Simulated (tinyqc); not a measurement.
# Changing the crystal rotation

Model: crystal pulling from the melt: segregation, interface stability, heat balance and point-defect regime. Computed by tinyqc, a small Python program. Command: `OMP_NUM_THREADS=1 python tinyqc.py 3021854 3021855 out.jsonl pull sweep`. One thread of a shared host (Intel(R) Xeon(R) Processor @ 2.30GHz), about 0.01 s of CPU time with the checks.

A dilute solute; steady pulling with a flat interface unless it is found unstable.

Inputs (values chosen for the exercise, modelled on carbon in silicon):

| quantity | value | unit |
|---|---|---|
| equilibrium coefficient k0 | 0.067 | - |
| initial melt concentration C0 | 2.6e+16 | 1/cm^3 |
| diffusivity in the melt D | 0.00015 | cm^2/s |
| kinematic viscosity nu | 0.004 | cm^2/s |
| pull rate V | 0.81 | mm/min |
| frozen fraction g | 0.67 | - |

Loss from the melt surface: none.

Method. delta = 1.61 D^(1/3) nu^(1/6) omega^(-1/2), omega = 2 pi rpm/60; k_eff = k0/[k0 + (1 - k0) exp(-V delta/D)] (Burton, Prim and Slichter); the melt at the interface is enriched by k_eff/k0. Axial profile: C_s = k_eff C0 (1 - g)^(k_eff - 1); bulk melt C_L = C_s/k_eff. Usable fraction: the g at which C_s has changed by 30 % from its first value (0.99 at most).

One run for each value:

| crystal rotation (rpm) | boundary layer delta (micrometre) | k_eff | enrichment at the interface | usable fraction |
|---|---|---|---|---|
| 1.0 | 1053 | 0.1563 | 2.333 | 0.2673 |
| 1.8 | 785 | 0.1271 | 1.896 | 0.2596 |
| 3.2 | 589 | 0.1087 | 1.623 | 0.2550 |
| 5.8 | 437 | 0.0962 | 1.436 | 0.2520 |
| 19.0 | 242 | 0.0819 | 1.223 | 0.2486 |
| 33.0 | 183 | 0.0781 | 1.165 | 0.2477 |
| 60.0 | 136 | 0.0751 | 1.120 | 0.2470 |

Give the missing row, crystal rotation (rpm) = 10.0.

Computed row:
```
crystal rotation (rpm)  boundary layer delta (micrometre)   k_eff  enrichment at the interface  usable fraction
10.0                                                  333  0.0883                        1.319           0.2501
```

Interpolating between the two neighbouring rows (the first column on a logarithmic scale, the others too where they are positive) misses most in enrichment at the interface, by 1.2 %. Over the rows, boundary layer delta (micrometre) falls from 1050 to 136 (exponent d ln y / d ln x about -0.50 throughout); k_eff falls from 0.156 to 0.0751 (exponent d ln y / d ln x -0.35 between the first rows and -0.066 between the last); enrichment at the interface falls from 2.33 to 1.12 (exponent d ln y / d ln x -0.35 between the first rows and -0.066 between the last). The exponent of boundary layer delta stays at -0.50: the rotating-disc boundary layer.
